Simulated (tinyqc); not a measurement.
Schottky diode by thermionic emission with image-force lowering and series resistance: soft saturation in reverse bias.

Metal on an n-type semiconductor with one parabolic valley; V > 0 is forward bias (metal positive). I = I0 [exp(Vj/(n Vt)) - 1] with Vj = V - I Rs; I0 = S A* T^2 exp(-(phi - dphi)/Vt), the lowering dphi taken at zero bias.

A* = 4 pi q me m0 kB^2/h^3 (times 1e-4 for A/(cm^2 K^2)); Nc = 2 (2 pi me m0 kB T/h^2)^1.5 (times 1e-6 for cm^-3); xi = Vt ln(Nc/Nd), Vbi = phi - xi; surface field Em = sqrt(2 q Nd (Vbi - V - Vt)/(eps0 eps_r)); dphi = sqrt(q Em/(4 pi eps0 eps_r)). Here dphi follows the bias, J = -A* T^2 exp(-(phi - dphi(V))/Vt) [1 - exp(V/Vt)], without Rs.

Inputs (values chosen for the exercise); band and dielectric values close to those of indium phosphide: temperature T = 300 K; electron mass me = 0.0809 m0; relative permittivity eps_r = 12.6; barrier height seen from the metal phi = 0.68 eV; donor density Nd = 4.6e16 cm^-3.

Constants: q = 1.602176634e-19 C, kB = 1.380649e-23 J/K, h = 6.62607015e-34 J s, m0 = 9.1093837015e-31 kg, Vt = kB T/q, eps0 = 8.8541878128e-14 F/cm where lengths are in cm. Results are converted to the units shown.

Results:
```
V (V)  Em (kV/cm)  dphi (meV)  J (A/cm^2)
-0.2       102.08      34.156  -1.2363e-5
-0.5       119.94      37.023  -1.3818e-5
-1         144.88      40.691  -1.5925e-5
-2         184.94      45.974  -1.9535e-5
-7         316.65      60.156  -3.3812e-5
-10        374.03      65.380  -4.1385e-5
-15        453.83      72.018  -5.3499e-5
```

Estimate the missing row, V = -4 V.

Computed row:
```
V (V)  Em (kV/cm)  dphi (meV)  J (A/cm^2)
-4         246.23      53.047  -2.5683e-5
```

With this row back in the table: dphi rises from 34.2 to 72.0 meV, as the square root of the field, and |J| grows by a factor of 4.33: the reverse current does not saturate. Tunnelling and generation are left out.

Program tinyqc, `OMP_NUM_THREADS=1 python tinyqc.py 2640041 2640042 out.jsonl`; Intel Xeon 2.30GHz, shared host, one thread, about 0.01 s.
